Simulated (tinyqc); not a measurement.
# Depth and level of a trap from the time ratio

Problem. For an oxide trap tc/te = exp(E/Vt) with E = E0 - dpsi - (xt/tox)(Vg - VT - dpsi), dpsi being the rise of the surface potential above its value at threshold. Find xt and E0, and the depth that would be read if dpsi were ignored.

Inputs (values chosen for the exercise):

| symbol | value | unit | meaning |
|---|---|---|---|
| T | 300 | K | temperature |
| tox | 2.4 | nm | insulator thickness |

Constants: q = 1.602176634e-19 C, kB = 1.380649e-23 J/K, Vt = kB T/q. Results are converted to the units shown.

Vg - VT (V): -0.1  0.05
tc/te: 4.4561123  0.067806985
dpsi (V): -0.071023784  0.022298386

Answer. E + dpsi is a straight line in the oxide voltage Vg - VT - dpsi with slope -xt/tox and intercept E0. Ignoring dpsi assigns the motion of the bands to the trap and overstates its depth.

xt = 0.6300 nm
E0 = -0.04000 eV
depth read without dpsi = 1.731 nm

tinyqc, about 0.01 s, one thread, Intel Xeon 2.30GHz (shared host): `OMP_NUM_THREADS=1 python tinyqc.py 2710129 2710130 out.jsonl`
